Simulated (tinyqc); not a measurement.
Dopant redistribution at a moving silicon-oxide interface during parabolic oxidation: one step, computed by the program tinyqc. Command: `OMP_NUM_THREADS=1 python tinyqc.py 3007084 3007085 out.jsonl segox walk`. One thread of a shared host (Intel(R) Xeon(R) Processor @ 2.30GHz), about 0.01 s of CPU time with the checks.

Uniformly doped silicon is oxidised with x_ox = sqrt(B t); the interface advances into the silicon by alpha x_ox, alpha = 0.44. The dopant does not move in the oxide, and at the interface C(silicon) = m C(oxide).

Task: Interface concentration. With the dopant diffusivity D and s = alpha x_ox/(2 sqrt(D t)), in the silicon C = C_B + (C_s - C_B) erfc(y/(2 sqrt(D t)))/erfc(s), y from the original surface. Dopant balance at the interface gives C_s/C_B = 1/[1 + (1/(m alpha) - 1) g], g = sqrt(pi) s exp(s^2) erfc(s).

Inputs (values chosen for the exercise, modelled on boron in silicon under steam): segregation coefficient m = C(silicon)/C(oxide) = 0.35; bulk doping C_B = 3e+17 1/cm^3; temperature T = 950 C.

s = 2.682564

Give: g; ratio C_s/C_B; C_s in the silicon; concentration in the oxide.

Result:

g = 0.94152

ratio C_s/C_B = 0.16202

C_s in the silicon = 4.8605e+16 1/cm^3

concentration in the oxide = 1.3887e+17 1/cm^3

m alpha = 0.154: the oxide takes more dopant than the consumed silicon held, so the silicon is depleted. For a very fast interface the ratio would tend to m alpha. Caution: parabolic growth needs an oxide much thicker than the Deal-Grove length A, which fails for thin films and low temperatures; oxidation-enhanced or retarded diffusion is ignored.
